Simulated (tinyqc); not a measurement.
Thermal and gravitational stress in a wafer during furnace and rapid thermal processing, and the onset of slip: one step, computed by the program tinyqc.

A thin free disc in plane stress, isotropic; T(r) = T_centre + dT (r/R)^n. Stress is positive in tension; sigma_SB = 5.670374419e-8 W/(m^2 K^4), g = 9.80665 m/s^2.

Task: Thermal stress. With x = r/R: s_rr = alpha E dT (1 - x^n)/(n + 2), s_tt = alpha E dT [1 - (n + 1) x^n]/(n + 2).

Inputs (values chosen for the exercise, modelled on silicon): Young's modulus E = 154 GPa; expansion alpha = 4.28 1e-6/K; edge less centre temperature dT = -29 K; exponent n of the profile = 16.

Temperature profile: edge zone, power law.

Give: Temperature and stresses at r/R = 0, 0.3, 0.5, 0.7, 0.8, 0.9, 0.95, 1; hoop stress at the edge; r/R where s_tt = 0.

Result:

Temperature and stresses at r/R = 0, 0.3, 0.5, 0.7, 0.8, 0.9, 0.95, 1:
```
r/R   T - T_centre (K)  s_rr (MPa)  s_tt (MPa)
0.00              0.00      -1.062       -1.06
0.30              0.00      -1.062       -1.06
0.50              0.00      -1.062       -1.06
0.70             -0.10      -1.058       -1.00
0.80             -0.82      -1.032       -0.55
0.90             -5.37      -0.865        2.28
0.95            -12.76      -0.595        6.88
1.00            -29.00       0.000       16.99
```

hoop stress at the edge = 16.99 MPa

r/R where s_tt = 0 = 0.8377

The cold edge is stretched; the edge stress is n times that at the centre in size.
